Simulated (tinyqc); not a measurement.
What moves transparency and gain: optical gain and spontaneous emission in a bulk direct-gap semiconductor.

Parabolic bands, vertical transitions, no excitons. For each hole band j: mr = me mj/(me + mj); joint density of states J_j(E) = (mr/c)^(3/2) sqrt(E - Eg)/(2 pi^2), both spins, c = hbar^2/2m0; averaged matrix element |e.p|^2 = m0 Ep/6; alpha_j(E) = 4 pi^2 alpha_f c Ep J_j/(3 nr E) in 1/angstrom (alpha_f the fine-structure constant, listed as alpha among the constants), times 1e8 for 1/cm.

F_j(eta) = (1/Gamma(j + 1)) integral_0^infinity x^j dx/(1 + exp(x - eta)), which tends to exp(eta) for eta << 0.

Quasi-Fermi levels: n = Nc F_1/2(Fc/kT) and p = Nv F_1/2(Fv/kT), Fc counted up from the conduction edge and Fv down from the valence edge; Nc, Nv from N = 2 (m kB T/(4 pi c))^(3/2) with c = hbar^2/2m0, in 1/angstrom^3; times 1e24 for 1/cm^3, with me and (mhh^(3/2) + mlh^(3/2))^(2/3).

For band j the electron sits at Ee = (E - Eg) mr/me above its edge and the hole at Eh = (E - Eg) mr/mj; fe = 1/(1 + exp((Ee - Fc)/kT)), fh = 1/(1 + exp((Eh - Fv)/kT)); gain g = sum_j alpha_j (fe + fh - 1).

Constants: hbar^2/2m0 = 3.80998211 eV angstrom^2; fine-structure constant alpha = 0.007297352564; kB = 8.617333262e-05 eV/K.

Values chosen for the exercise (near those of GaN; the results hold for these values, not for the real material): Eg = 3.449 eV (direct gap); me = 0.2047 m0 (electron mass); mhh = 1.362 m0 (heavy-hole mass); mlh = 0.2994 m0 (light-hole mass); Ep = 17.2 eV (Kane energy); nr = 2.61 (refractive index); T = 250 K; n = 7.2e+18 1/cm^3 (injected density, n = p).

Transparency is Fc + Fv = 0; the peak is the largest g over E at the density n (0 if none).

One parameter was then changed.

Results before and after:
```
case     transparency density (1/cm^3)  Fc + Fv (eV)  peak gain (1/cm)
base                          4.75e+18        0.0282               505
changed                       4.75e+18        0.0483              1080
```

Which of these changes was made? (a) Ep = 18.9 eV; (b) mhh = 0.817 m0; (c) me = 0.2354 m0; (d) T = 290 K; (e) nr = 2.74; (f) n = 9.36e+18 1/cm^3.

Answer: (f) n = 9.36e+18 1/cm^3. Of the candidates, run in turn, only this one gives the changed row.

All candidates:
```
case                 transparency density (1/cm^3)  Fc + Fv (eV)  peak gain (1/cm)
base                                      4.75e+18        0.0282               505
me = 0.2354 m0                            5.42e+18        0.0184               352
mhh = 0.817 m0                            3.71e+18        0.0441              1210
Ep = 18.9 eV                              4.75e+18        0.0282               555
T = 290 K                                 5.93e+18        0.0147               169
n = 9.36e+18 1/cm^3                       4.75e+18        0.0483              1080
nr = 2.74                                 4.75e+18        0.0282               481
```

tinyqc: `OMP_NUM_THREADS=1 python tinyqc.py 1681379 1681380 out.jsonl`; about 0.07 s, one thread, shared Intel(R) Xeon(R) Processor @ 2.30GHz.
